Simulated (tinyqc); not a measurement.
Ways to converge the cycle: SCF convergence aids in the 6-31g basis, for H4, spin multiplicity 1. Computed by the program tinyqc with PySCF. 

Geometry (angstrom):

| atom | x | y | z |
|---|---|---|---|
| H | 0.0000 | 0.0000 | 0.0000 |
| H | 0.0000 | 0.0000 | 0.9300 |
| H | 0.0000 | 1.5850 | 0.0000 |
| H | 0.0000 | 1.5850 | 0.9300 |

lowest restricted solution found by these runs and by PySCF = -2.157043 hartree

RHF with one setting changed at a time; a run stops when the energy changes by less than 1e-09 hartree and the error matrix is below 1e-5. The start is the core Hamiltonian. Damping d keeps d of the old density; a shift (hartree) raises the virtual levels; DIIS n extrapolates F over n matrices.

Largest element of the error matrix X^T (FDS - SDF) X:

| iteration | plain | damping 0.3 | damping 0.6 | shift 0.4 | DIIS 3 | DIIS 8 |
|---|---|---|---|---|---|---|
| 1 | 1.8e-01 | 1.8e-01 | 1.8e-01 | 1.8e-01 | 1.8e-01 | 1.8e-01 |
| 2 | 2.8e-02 | 7.6e-02 | 1.2e-01 | 6.4e-02 | 2.8e-02 | 2.8e-02 |
| 3 | 4.0e-03 | 3.1e-02 | 8.1e-02 | 2.2e-02 | 2.5e-04 | 2.5e-04 |
| 4 | 5.7e-04 | 1.2e-02 | 5.4e-02 | 7.2e-03 | 2.9e-05 | 2.9e-05 |
| 5 | 8.1e-05 | 4.9e-03 | 3.5e-02 | 2.4e-03 | 4.9e-08 | 1.4e-05 |
| 6 | 1.1e-05 | 2.0e-03 | 2.3e-02 | 7.9e-04 | 5.3e-14 | 9.3e-06 |
| 8 | - | 3.2e-04 | 1.0e-02 | 8.8e-05 | - | - |
| 10 | - | 5.1e-05 | 4.4e-03 | 9.8e-06 | - | - |
| 14 | - | 1.3e-06 | 8.2e-04 | - | - | - |
| 20 | - | - | 6.6e-05 | - | - | - |
| 30 | - | - | 9.9e-07 | - | - | - |

How each run ends:

| run | iterations | E (hartree) | state |
|---|---|---|---|
| plain | 7 | -2.15704 | lowest found |
| damping 0.3 | 18 | -2.15704 | lowest found |
| damping 0.6 | 38 | -2.15704 | lowest found |
| shift 0.4 | 11 | -2.15704 | lowest found |
| DIIS 3 | 6 | -2.15704 | lowest found |
| DIIS 8 | 6 | -2.15704 | lowest found |

6 of 6 runs reach the lowest restricted solution found, in 6 to 38 iterations (fastest: DIIS 3, DIIS 8). Plain steps already contract here, so damping only slows them. DIIS 3 and DIIS 8 gain by cancelling the error over several earlier matrices, much as a quasi-Newton step does.
